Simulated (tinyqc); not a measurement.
Propagation of a band-gap error through k.p and effective-mass formulas: sweeps and comparisons. A value that a table varies takes the place of the one given here.

Chain, for a gap E (the reference Eg or another value), with Ep and Dso kept: 1/me = 1 + Ep (E + 2 Dso/3)/(E (E + Dso)); g* = 2 - 2 Ep Dso/(3 E (E + Dso)); g1(E) = g1 + (Ep/3)(1/E - 1/Eg), g2(E) = g2 + (Ep/6)(1/E - 1/Eg), light hole 1/(g1 + 2 g2), heavy hole 1/(g1 - 2 g2) along [100]; optical constant ei(E) = 1 + (ei - 1)(EP/(EP + E - Eg))^2, static e0(E) = ei(E) + e0 - ei.

Donor: R = Ry me/e0^2, a_B = a0 e0/me, Mott density (0.26/a_B)^3. Nc, Nv = 2 (m kT/(4 pi c))^(3/2), c = hbar^2/2m0, ni = sqrt(Nc Nv) exp(-E/2kT). Exciton: Ry mu/e0^2 with 1/mu = 1/me + g1(E). 1 angstrom^-3 = 1e24 cm^-3.

Constants: Ry = 13.60569312 eV; a0 (Bohr radius) = 0.5291772105 angstrom; kB = 8.617333262e-05 eV/K; hbar^2/2m0 = 3.80998211 eV angstrom^2.

Inputs chosen for the exercise (reference values near those of InP, gap at low temperature; the results hold for these values, not for the real material):

| symbol | value | unit | meaning |
|---|---|---|---|
| Eg | 1.438 | eV | gap at Gamma to the s-like level |
| Dso | 0.11 | eV | spin-orbit splitting |
| Ep | 21.1 | eV | Kane energy |
| g1 | 5.06 |  | Luttinger gamma1 |
| g2 | 1.6 |  | gamma2 |
| e0 | 12.46 |  | static dielectric constant |
| ei | 9.72 |  | optical dielectric constant |
| EP | 5.16 | eV | mean (Penn) gap |
| mh | 0.57 | m0 | density-of-states mass of the holes |
| T | 77 | K | temperature |
| Eg2 | 1.179 | eV | a wrong gap, of the size a hybrid functional can give |

## The size of the error

E = f Eg; ratios against f = 1.

Results:

| f | E (eV) | me ratio | light-hole ratio | e0 ratio | donor ratio | Mott ratio | g* | log10 ni ratio |
|---|---|---|---|---|---|---|---|---|
| 0.25 | 0.359 | 0.278 | 0.220 | 1.419 | 0.138 | 0.00753 | -7.167 | 34.88 |
| 0.40 | 0.575 | 0.429 | 0.360 | 1.309 | 0.250 | 0.0352 | -1.926 | 27.96 |
| 0.60 | 0.863 | 0.625 | 0.559 | 1.187 | 0.444 | 0.146 | 0.156 | 18.67 |
| 0.80 | 1.150 | 0.815 | 0.772 | 1.085 | 0.692 | 0.424 | 0.933 | 9.35 |
| 1.00 | 1.438 | 1.000 | 1.000 | 1.000 | 1.000 | 1.00 | 1.305 | 0.00 |
| 1.20 | 1.726 | 1.180 | 1.246 | 0.928 | 1.371 | 2.06 | 1.511 | -9.36 |
| 1.50 | 2.157 | 1.443 | 1.652 | 0.839 | 2.048 | 5.08 | 1.684 | -23.41 |
| 2.00 | 2.876 | 1.858 | 2.452 | 0.728 | 3.505 | 16.6 | 1.820 | -46.86 |

Between f = 0.8 and 1.2 the mean powers d ln(ratio)/d ln f are 0.91 for me, 1.18 for the light hole, -0.39 for e0, 1.68 for the donor energy and 3.90 for the Mott density; ni moves by -3.25 decades per 0.1 eV, against -0.1 eV/(2 kT ln 10) = -3.27 from the exponential alone, the rest coming from Nc through me^(3/4). g* changes sign between f = 0.40 and 0.60; the place of this zero hangs on remote bands, which are left out.

## What each input does

All at E = Eg2. Each row changes one parameter from the base and keeps the others.

Results:

| case | me (m0) | light hole (m0) | e0 | donor (meV) | exciton (meV) | log10 ni |
|---|---|---|---|---|---|---|
| base | 0.0544 | 0.0961 | 13.41 | 4.117 | 3.087 | -21.202 |
| Eg2 = 1.273 eV | 0.0584 | 0.1050 | 13.05 | 4.665 | 3.502 | -24.255 |
| Dso = 0.101 eV | 0.0543 | 0.0961 | 13.41 | 4.109 | 3.082 | -21.202 |
| Ep = 19.412 eV | 0.0588 | 0.0977 | 13.41 | 4.454 | 3.285 | -21.176 |
| g1 = 4.655 | 0.0544 | 0.1000 | 13.41 | 4.117 | 3.139 | -21.202 |
| EP = 4.747 eV | 0.0544 | 0.0961 | 13.50 | 4.063 | 3.046 | -21.202 |
| ei = 8.942 | 0.0544 | 0.0961 | 13.32 | 4.170 | 3.126 | -21.202 |
| mh = 0.524 m0 | 0.0544 | 0.0961 | 13.41 | 4.117 | 3.087 | -21.229 |
| T = 83.16 K | 0.0544 | 0.0961 | 13.41 | 4.117 | 3.087 | -18.293 |

The largest shifts from the base row, up to three for each result and ties (the steps differ in size, so this ranks the rows, not the parameters). me (m0): Ep +0.0045, Eg2 +0.0040, Dso -0.0001; unchanged at the printed digits by g1, EP, ei, mh and T. light hole (m0): Eg2 +0.0089, g1 +0.0039, Ep +0.0016; unchanged at the printed digits by Dso, EP, ei, mh and T. e0: Eg2 -0.36, EP +0.09, ei -0.08; unchanged at the printed digits by Dso, Ep, g1, mh and T. donor (meV): Eg2 +0.548, Ep +0.337, EP -0.054; unchanged at the printed digits by g1, mh and T. exciton (meV): Eg2 +0.415, Ep +0.198, g1 +0.052; unchanged at the printed digits by mh and T. log10 ni: Eg2 -3.053, T +2.908, mh -0.027; unchanged at the printed digits by Dso, g1, EP and ei.

tinyqc: `OMP_NUM_THREADS=1 python tinyqc.py 1851263 1851264 out.jsonl`; about 0.01 s, one thread, shared Intel(R) Xeon(R) Processor @ 2.30GHz.
